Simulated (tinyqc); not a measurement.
Worked calculation: geometry optimisation on the UHF/sto-3g surface (energies and gradients from PySCF), for H4, spin multiplicity 3. Computed by tinyqc, a small Python program that keeps every step (integrals from PySCF). Settings: charge = 0, multiplicity = 3, basis = sto-3g, optimiser = bfgs, first Hessian = 1.0, largest step = 0.3, iteration cap = 30. Command: `OMP_NUM_THREADS=1 python tinyqc.py 29695 29696 out.jsonl` (the two numbers bound the seeds that draw the settings). One thread of a shared host (Intel(R) Xeon(R) Processor @ 2.60GHz), about 1 s of CPU time with the checks.

positions at the start (bohr), order 1H, 2H, 3H, 4H:
```
[[0.0208, -0.0321, -0.0265],
 [0.0170, 0.0359, 1.5137],
 [-0.1757, -0.0038, 3.5130],
 [-0.0926, -0.0529, 4.8793]]
```

Stop when the largest gradient component is below 3e-5 hartree/bohr. The inverse Hessian follows the BFGS update with s = step, y = change of gradient.

Course of the optimisation:
```
step  E (hartree)  largest gradient (hartree/bohr)
1       -1.745210                         4.03e-01
2       -1.878287                         1.97e-01
3       -1.949277                         9.88e-02
4       -1.972077                         1.24e-01
5       -1.993362                         5.44e-02
6       -2.012060                         3.67e-02
7       -2.024442                         2.48e-02
8       -2.032761                         1.66e-02
9       -2.038415                         1.11e-02
10      -2.042292                         8.06e-03
11      -2.044961                         5.90e-03
12      -2.046798                         4.53e-03
13      -2.048058                         3.48e-03
14      -2.048917                         2.43e-03
15      -2.049500                         1.64e-03
16      -2.049894                         1.18e-03
17      -2.050158                         8.34e-04
18      -2.050334                         5.86e-04
19      -2.050451                         4.08e-04
20      -2.050529                         2.81e-04
21      -2.050579                         2.47e-04
22      -2.050612                         2.20e-04
23      -2.050634                         1.94e-04
24      -2.050647                         1.70e-04
25      -2.050656                         1.48e-04
26      -2.050661                         1.30e-04
27      -2.050665                         1.17e-04
28      -2.050667                         1.06e-04
29      -2.050668                         9.84e-05
30      -2.050669                         9.14e-05
```

Can the last value be used, and what does the course show?

Not by the stop rule, although the second column moves by less than 1e-05 over the last three steps. Not converged within 30 steps: the energy falls at every step, but slowly. Reruns: method bfgs, first Hessian 0.6, largest step 0.3: converged in 28 (E = -2.05066).
